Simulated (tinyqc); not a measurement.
Resistance of a tapered via with liner, size effect and interface: two steps of the calculation.

A round via whose diameter grows from db at the bottom as D(z) = db + 2 z/tan(ang). The fill, of diameter D - 2 tl, starts above the bottom liner (thickness fb tl) and has rho = rho0 (1 + ks lam/(D - 2 tl)); the sidewall liner conducts in parallel with it. The bottom liner and the interface are crossed over the full area pi db^2/4. Spreading in the lines above and below is left out.

Values chosen for this exercise; fill metal close to copper: diameter at the bottom db = 15 nm; height hv = 54 nm; sidewall angle ang = 88 degrees; bulk resistivity of the fill rho0 = 1.66 uohm cm; mean free path of the fill lam = 39.9 nm; size-effect factor ks = 1.2; liner on the sidewall tl = 2.6 nm; liner at the bottom over that on the sidewall fb = 1; resistivity of the liner rl = 540 uohm cm; interface resistivity at the bottom ri = 2.9e-12 ohm cm^2; ballistic conductance per area, about 3/(4 rho0 lam) Sb = 1.1e15 S/m^2.

Problem 1. Slices of the via. Slices between z0 = fb tl and hv, evaluated at their midpoints: conductance per length pi/4 [(D - 2 tl)^2/rho + (D^2 - (D - 2 tl)^2)/rl], slice resistance = slice height over that. 10 slices.

Find: z; D; rho; slice resistance.

Solution 1.

```
slice	z (nm)	D (nm)	rho (uohm cm)	slice resistance (ohm)
0	5.1700	15.361	9.4821	5.8776
1	10.310	15.720	9.2152	5.3370
2	15.450	16.079	8.9659	4.8621
3	20.590	16.438	8.7325	4.4432
4	25.730	16.797	8.5136	4.0723
5	30.870	17.156	8.3078	3.7425
6	36.010	17.515	8.1140	3.4484
7	41.150	17.874	7.9312	3.1851
8	46.290	18.233	7.7584	2.9487
9	51.430	18.592	7.5950	2.7358
```

Problem 2. Total resistance. R_fill = sum of the slices; R_bottom = rl fb tl/(pi db^2/4); R_interface = ri/(pi db^2/4); ballistic (Sharvin) limit 1/(Sb pi (db - 2 tl)^2/4); ideal cylinder rho0 hv/(pi db^2/4).

slice resistance, slice 0 to 9 (ohm): 5.8776488  5.3369922  4.8621144  4.4432396  4.0722874  3.7425404  3.4483828  3.1850955  2.9486935  2.7357955

Wanted: parts; R; shares; ballistic limit; ideal cylinder.

Solution 2.

parts (ohm): fill 40.65, bottom liner 79.45, interface 1.641
R = 121.7 ohm
shares (%): fill 33.39, bottom liner 65.26, interface 1.35
ballistic limit = 12.05 ohm
ideal cylinder = 5.073 ohm

The bottom liner is the largest part, and R is 24.0 times the ideal cylinder. With 2000 slices R = 121.76 ohm.

Computed by the program tinyqc: `OMP_NUM_THREADS=1 python tinyqc.py 2750187 2750188 out.jsonl`, one thread of a shared Intel Xeon 2.30GHz, about 0.01 s for the whole run.
